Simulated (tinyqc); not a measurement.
Ionisation potential and affinity of a slab from the planar-averaged potential: one step. The potential line-up.

Values chosen for the exercise (out of a larger set: gap near that of GaAs; not measured data): h = 0.35 angstrom (grid step).

macroscopic average (eV): [-5.60500, -7.11483, -8.49679, -9.62750, -10.42806, -10.89798, -11.11342, -11.18612, -11.20501, -11.20899, -11.20960, -11.20899, -11.20501, -11.18612, -11.11342, -10.89798, -10.42806, -9.62750, -8.49679, -7.11483, -5.60500, -4.09517, -2.71321, -1.58250, -0.78194, -0.31202, -0.09658, -0.02387, -0.00498, -0.00097, -0.00020, -0.00005, -0.00001, 0.00000, 0.00000, 0.00000, 0.00000, 0.00000, 0.00000, 0.00000, 0.00000, 0.00000, 0.00000, -0.00001, -0.00005, -0.00020, -0.00097, -0.00498, -0.02387, -0.09658, -0.31202, -0.78194, -1.58250, -2.71321, -4.09517]

Task: Read the macroscopic average in the middle of each region, j = 10 and j = 37, and its slope in A by a central difference over two points each way.

Give: plateau in A; plateau in vacuum; dV = vacuum - A; slope in A.

Result:

plateau in A = -11.210 eV
plateau in vacuum = 0.000 eV
dV = vacuum - A = 11.210 eV
slope in A = 0.000 eV/angstrom

The plateaus are flat, so the line-up is well defined.

Program tinyqc; command `OMP_NUM_THREADS=1 python tinyqc.py 1851073 1851074 out.jsonl`; about 0.01 s on one thread of a shared Intel(R) Xeon(R) Processor @ 2.30GHz.
